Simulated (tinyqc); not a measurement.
Inside a calculation. Method: inverse iteration on a symmetric matrix. Computed by tinyqc, a small Python program that keeps every step. Settings: method = inverse, shift = 0.85. Command: `OMP_NUM_THREADS=1 python tinyqc.py 23019 23020 out.jsonl` (the two numbers bound the seeds that draw the settings). One thread of a shared host (Intel(R) Xeon(R) Processor @ 2.60GHz), about 0.01 s of CPU time with the checks.

## Step 1

A:
$$\begin{pmatrix}
1.565000 & 0.211000 & 0.940000 \\
0.211000 & 4.172000 & -0.397000 \\
0.940000 & -0.397000 & 4.381000
\end{pmatrix}$$

vector v at the start: [0.577350, 0.577350, 0.577350]

shift = 0.850000

solve (A - shift) w = v; v' = w/|w| with its largest component positive (the first on a tie); lambda = v'^T A v'.

vector after step 1: [0.989092, 0.137157, -0.053707]

Rayleigh quotient after step 1 = 1.585396

## Step 2

As before.

vector after step 2: [0.959743, -0.075912, -0.270429]

Rayleigh quotient after step 2 = 1.250978

## Step 3

As before.

vector after step 3: [0.949780, -0.104613, -0.294914]

Rayleigh quotient after step 3 = 1.245430

## Course of the iteration

Stop when the residual |A v - lambda v| is below 1e-9.

Steps:
```
step      lambda  residual
1     1.58539640  9.33e-01
2     1.25097814  1.27e-01
3     1.24542986  1.54e-02
4     1.24534729  1.89e-03
5     1.24534605  2.31e-04
6     1.24534603  2.85e-05
7     1.24534603  3.51e-06
8     1.24534603  4.34e-07
9     1.24534603  5.36e-08
10    1.24534603  6.63e-09
11    1.24534603  8.19e-10
```

all eigenvalues, for comparison: [1.245346, 4.044824, 4.827830]

Converged in 11 steps.
